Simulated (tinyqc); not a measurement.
# Nudged elastic band on a two-dimensional model surface, step by step

A worked calculation. Computed by tinyqc, a small Python program that keeps every step. Command: `OMP_NUM_THREADS=1 python tinyqc.py 3028104 3028105 out.jsonl neb walk`. One thread of a shared host (Intel(R) Xeon(R) Processor @ 2.30GHz), about 0.3 s of CPU time with the checks. Intermediate numbers are printed to about 6 digits and carried at full precision; extremes and crossings named in words are read from the listed rows.

V(x, y) = h u^2 + t x + (kappa/2)(y + c u)^2 with u = x^2/w^2 - 1; the path runs from the minimum near (-w, 0) to that near (w, 0).

Inputs (values chosen for the exercise, for a model surface): height h = 1.3 eV; half width w = 1.2 angstrom; transverse stiffness kappa = 5.6 eV/angstrom^2; curvature c = 0.51 angstrom; tilt t = -0.15 eV/angstrom; movable images n = 7; spring constant k_s = 3.1 eV/angstrom^2; step factor eta = 0.042 angstrom^2/eV; iteration cap = 600.

Surface: curved double well. Climbing image: on.

## Stationary points

Newton steps x(new) = x - H^-1 grad V (moves limited to 0.3 angstrom) from (-w, 0), (w, 0) and (0, c) give the two minima and the saddle.

positions (angstrom), rows start, end, saddle, columns x, y:
```
[[-1.17867, 0.01797],
 [1.22025, -0.01736],
 [-0.04159, 0.50939]]
```

energies (eV): start 0.17841, end -0.18153, saddle 1.30312

barrier from the start = 1.12470 eV

## Straight-line start

Images are spaced evenly on the line between the minima.

images at the start (angstrom), rows image 1, image 2, image 3, image 4, image 5, image 6, image 7, columns x, y:
```
[[-0.878800, 0.013557],
 [-0.578935, 0.009140],
 [-0.279071, 0.004723],
 [0.020794, 0.000306],
 [0.320659, -0.004110],
 [0.620524, -0.008527],
 [0.920389, -0.012944]]
```

energies above the start (eV): [0.37206, 1.08261, 1.66557, 1.84465, 1.53340, 0.83515, 0.04305]

The highest image lies +0.7200 eV from the true barrier.

## Iteration 1

Tangent at image i: towards the higher neighbour if the energies rise or fall through i; at a maximum or minimum, tau = t+ dmax + t- dmin if V(i+1) > V(i-1), else t+ dmin + t- dmax, with t+ = R(i+1) - R(i), t- = R(i) - R(i-1) and dmax, dmin the larger and smaller of |V(i+1) - V(i)| and |V(i-1) - V(i)|; then normalise. Force F = -grad V + (grad V.tau) tau + k_s (|t+| - |t-|) tau. With a climbing image, the highest image feels instead F = -grad V + 2 (grad V.tau) tau and no spring. Update R(new) = R + eta F; the end points stay fixed.

unit tangents, rows image 1, image 2, image 3, image 4, image 5, image 6, image 7, columns x, y:
```
[[0.999892, -0.014728],
 [0.999892, -0.014728],
 [0.999892, -0.014728],
 [0.999892, -0.014728],
 [0.999892, -0.014728],
 [0.999892, -0.014728],
 [0.999892, -0.014728]]
```

forces (eV/angstrom), rows image 1, image 2, image 3, image 4, image 5, image 6, image 7, columns x, y:
```
[[0.01793, 1.21720],
 [0.03101, 2.10527],
 [0.03910, 2.65489],
 [-0.18294, 2.86006],
 [0.03979, 2.70150],
 [0.03211, 2.17984],
 [0.01889, 1.28245]]
```

images after iteration 1 (angstrom), rows image 1, image 2, image 3, image 4, image 5, image 6, image 7, columns x, y:
```
[[-0.878047, 0.064679],
 [-0.577633, 0.097561],
 [-0.277428, 0.116229],
 [0.013111, 0.120429],
 [0.322330, 0.109352],
 [0.621872, 0.083026],
 [0.921182, 0.040919]]
```

## Iteration 2

The formulas are those given above.

unit tangents, rows image 1, image 2, image 3, image 4, image 5, image 6, image 7, columns x, y:
```
[[0.994063, 0.108806],
 [0.998072, 0.062062],
 [0.999896, 0.014455],
 [0.999996, -0.002968],
 [0.999359, -0.035797],
 [0.996160, -0.087551],
 [0.990249, -0.139309]]
```

forces (eV/angstrom), rows image 1, image 2, image 3, image 4, image 5, image 6, image 7, columns x, y:
```
[[-0.13332, 1.16062],
 [-0.11467, 1.77302],
 [-0.06158, 2.06895],
 [-0.20464, 2.18251],
 [0.04805, 2.09657],
 [0.16568, 1.82991],
 [0.17907, 1.21860]]
```

images after iteration 2 (angstrom), rows image 1, image 2, image 3, image 4, image 5, image 6, image 7, columns x, y:
```
[[-0.883647, 0.113425],
 [-0.582449, 0.172028],
 [-0.280015, 0.203124],
 [0.004516, 0.212094],
 [0.324348, 0.197408],
 [0.628831, 0.159882],
 [0.928703, 0.092100]]
```

## All iterations

Start on the straight line; stop when the largest force is below 1e-4 or above 1e6 eV/angstrom.

Course of the band:
```
iteration  highest image (eV)  largest force (eV/angstrom)
1                     1.84465                  2.86590e+00
2                     1.54412                  2.19209e+00
3                     1.36935                  1.67704e+00
4                     1.26751                  1.28339e+00
5                     1.20806                  9.82404e-01
6                     1.17334                  7.52195e-01
7                     1.15306                  5.76079e-01
8                     1.14122                  4.41325e-01
9                     1.13431                  3.38207e-01
...                       ...                          ...
90                    1.12470                  1.83096e-04
91                    1.12470                  1.69072e-04
92                    1.12470                  1.56122e-04
93                    1.12470                  1.44163e-04
94                    1.12470                  1.33120e-04
95                    1.12470                  1.22923e-04
96                    1.12470                  1.13507e-04
97                    1.12470                  1.04811e-04
98                    1.12470                  9.67822e-05
```

Band at the end:
```
image  x (angstrom)  y (angstrom)    E (eV)
0          -1.17867      0.017973   0.00000
1          -0.96221      0.256900   0.14732
2          -0.67622      0.405690   0.53777
3          -0.36257      0.480033   0.95022
4          -0.04159      0.509387   1.12470
5           0.31574      0.487664   0.90092
6           0.66616      0.414447   0.35450
7           0.98571      0.253075  -0.16745
8           1.22025     -0.017361  -0.35995
```

energy of the highest image = 1.12470 eV

iterations = 98

largest force at the end = 9.67822e-05 eV/angstrom

Converged in 98 iterations. The climbing image sits on the saddle, so its energy is the barrier.

## Plain band against climbing image

Images are counted without the end points, and convergence is judged on the largest force on an image. Each run starts on the straight line with the same k_s and eta, for at most 1500 iterations; errors are against the Newton saddle; a dash marks a run that did not reach 1e-4 eV/angstrom.

Error of the highest image (meV) and iterations:
```
images  plain, error  plain, iterations  climbing, error  climbing, iterations
2           -234.637                 44                0                    58
3             -9.233                 73                0                    47
4            -69.376                 92                0                    71
5             -9.364                126                0                    64
6            -26.589                149                0                   103
8            -11.262                212                0                   141
10            -4.839                277                0                   183
```

The plain band underestimates the barrier by 4.84 to 234.64 meV, depending on how near an image falls to the saddle (worst for 2 images, best for 10). The climbing image is within about 0.001 meV in every converged run, so few images suffice for the barrier.

Checks made by the program: climbing image against the Newton saddle (relative difference below 1e-10).
